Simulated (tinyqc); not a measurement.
Ballistic Schottky-barrier transistor with a two-dimensional channel, WKB contacts: two steps of the calculation.

Source Fermi level 0, drain Fermi level -Vd. Far from the contacts Ec = pn - psi, and the gate moves psi one to one; the band edges relax as exp(-x/lam) from pn at the source and pn - Vd at the drain; Ev = Ec - Eg. A carrier of energy w inside the channel band meets at a contact a barrier of height D (the contact edge beyond the channel edge): T = 1 for w >= D, else exp(-S), S = 4 lam sqrt(m/C) [sqrt(D - w) - sqrt(w) arctan sqrt((D - w)/w)], C = hbar^2/(2 m0). The two contacts combine as Ts Td/(Ts + Td - Ts Td).

Values chosen for this exercise; channel values close to those of an ultrathin silicon body with silicide contacts: temperature T = 300 K; barrier for electrons at both contacts pn = 0.4 eV; electron mass mn = 0.19 m0; valleys or subbands g = 2; screening length at the contacts lam = 3.6 nm; drain bias Vd = 0.5 V; band shift psi of the channel by the gate ps = 0.37 V; energy of one carrier inside the channel band w0 = 0.23 eV; upper end of the grid wm = 0.55 eV; points of the grid nE = 13.

Constants: q = 1.602176634e-19 C, kB = 1.380649e-23 J/K, hbar = 1.054571817e-34 J s, h = 6.62607015e-34 J s, m0 = 9.1093837015e-31 kg, Vt = kB T/q, hbar^2/(2 m0) = 0.0380998212 eV nm^2. Results are converted to the units shown.

Task 1. Transmission of one of the electrons. S and T at both contacts for w = w0, and the tunnelling distance lam ln(D/w) at the higher barrier.

D for electrons (eV): source 0.37000000, drain -0.13000000

Wanted: S at the source; S at the drain; combined T; tunnelling distance.

Result 1.

S at the source = 1.814
S at the drain = 0
combined T = 0.1629
tunnelling distance = 1.712 nm

Task 2. Current of the electrons on a coarse grid. I/W = g (2 q^2/h) int T(w) [N(Es + w) - N(Ed + w)] dw with w the energy of motion along the channel, N(y) = (1/2 pi) sqrt(pi m kB T/C) Fm(-y/kB T), Fm(x) = (1/sqrt(pi)) int_0^infinity u^(-1/2)/(1 + exp(u - x)) du. Electrons: Ds = psi, Dd = psi - Vd, Es = Ec, Ed = Ec + Vd. Holes: Ds = -psi, Dd = Vd - psi, Es = -Ev, Ed = -Ev - Vd. The size of each current is taken; both flow from drain to source and add. Simpson's rule on nE equally spaced w from 0 to wm.

Wanted: w; Ts; Td; T; size of the supply difference; current.

Result 2.

```
point  w (eV)        Ts     Td         T  size of the supply difference (1/um)
0      0.0000  3.199e-9  1.000  3.199e-9                                 26.12
1      0.0458  4.674e-5  1.000  4.674e-5                                 5.196
2      0.0917  0.001178  1.000  0.001178                                0.9097
3      0.1375   0.01013  1.000   0.01013                                0.1553
4      0.1833   0.04893  1.000   0.04893                               0.02640
5      0.2292    0.1600  1.000    0.1600                              0.004485
6      0.2750    0.3864  1.000    0.3864                              7.617e-4
7      0.3208    0.7160  1.000    0.7160                              1.294e-4
8      0.3667    0.9944  1.000    0.9944                              2.197e-5
9      0.4125     1.000  1.000     1.000                              3.732e-6
10     0.4583     1.000  1.000     1.000                              6.338e-7
11     0.5042     1.000  1.000     1.000                              1.076e-7
12     0.5500     1.000  1.000     1.000                              1.828e-8
```

current = 0.03759 uA/um

Range of the model: No scattering, image-force lowering, channel charge or band-to-band tunnelling; parabolic kappa overstates S deep in the gap.

Computed by the program tinyqc: `OMP_NUM_THREADS=1 python tinyqc.py 2390035 2390036 out.jsonl`, one thread of a shared Intel Xeon 2.30GHz, about 0.5 s for the whole run.
